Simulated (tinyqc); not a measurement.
Which input was changed? Model: Hall factor, magnetoresistance and optical conductivity for a power-law relaxation time. Computed by tinyqc, a small Python program. Command: `OMP_NUM_THREADS=1 python tinyqc.py 3020371 3020372 out.jsonl magneto which`. One thread of a shared host (Intel(R) Xeon(R) Processor @ 2.30GHz), about 0.1 s of CPU time with the checks.

One spherical parabolic band, tau(E) = tau_0 x^s with x = E/(k_B T). Landau quantisation is left out.

Inputs (values chosen for the exercise, with a mass close to that of electrons in silicon): effective mass m = 0.25 m_0; exponent s = 1; tau_0 = 650 fs; reduced Fermi level eta = 0.94; temperature T = 100 K; magnetic field B = 6.9 T; frequency f = 0.097 THz; background permittivity eps_inf = 15.7.

Constants: m_0 = 9.1093837015e-31 kg; k_B = 1.380649e-23 J/K; hbar = 1.054571817e-34 J s; e = 1.602176634e-19 C; eps_0 = 8.8541878128e-12 F/m; c = 299792458 m/s.

Method:
- <y> = int y x^(3/2) f (1 - f) dx / int x^(3/2) f (1 - f) dx, f = 1/(1 + exp(x - eta)).
- Integrals over x = E/(k_B T) use 160 Gauss-Legendre points in u = sqrt(x) from 0 to sqrt(max(eta, 0) + 45).
- n = (2 m k_B T)^(3/2)/(3 pi^2 hbar^3) int x^(3/2) f (1 - f) dx; moments in units of tau_0.
- mu = e <tau>/m; weak field r_H = <tau^2>/<tau>^2 and MR = c (mu B)^2, c = <tau^3>/<tau>^3 - r_H^2; strong field r_H = 1 and MR = <tau> <1/tau> - 1.
- With w_c = e B/m: sigma_xx = (n e^2/m) <tau/(1 + w_c^2 tau^2)>, sigma_xy = (n e^2/m) <w_c tau^2/(1 + w_c^2 tau^2)>; r_H = (n e/B) sigma_xy/(sigma_xx^2 + sigma_xy^2); MR = sigma_0 sigma_xx/(sigma_xx^2 + sigma_xy^2) - 1, sigma_0 = n e^2 <tau>/m.
- sigma(w) = (n e^2/m) <tau/(1 - i w tau)>, w = 2 pi f; eps = eps_inf + i sigma/(eps_0 w); N = sqrt(eps); absorption coefficient 2 w Im N/c; reflectivity |(N - 1)/(N + 1)|^2; plasma frequency sqrt(n e^2/(eps_inf eps_0 m))/(2 pi).

Problem. One of these inputs alone was changed, within the range given: temperature T (50 to 200); magnetic field B (3.45 to 13.8); frequency f (0.0485 to 0.194); background permittivity eps_inf (7.85 to 31.4). Which one, and to what value?

Results:
```
run     absorption coefficient (1/cm)  reflectivity  sigma_xx (S/cm)
before                       5662.464     0.9909482         27.48388
after                        5331.054     0.9913753         27.48388
```

Solution.

Each candidate set to reproduce absorption coefficient, and what it then gives:
```
candidate                         range searched  value needed  reflectivity  sigma_xx (S/cm)
temperature T (K)                      50 to 200         92.28       0.99039           24.363
magnetic field B (T)                3.45 to 13.8     no effect             -                -
frequency f (THz)                0.0485 to 0.194       0.07930       0.99138           27.484
background permittivity eps_inf     7.85 to 31.4  out of reach             -                -
```

Only frequency f fits every result: it went from 0.097 to 0.0793 THz. The next best candidate, temperature T, misses one result by 11 %.
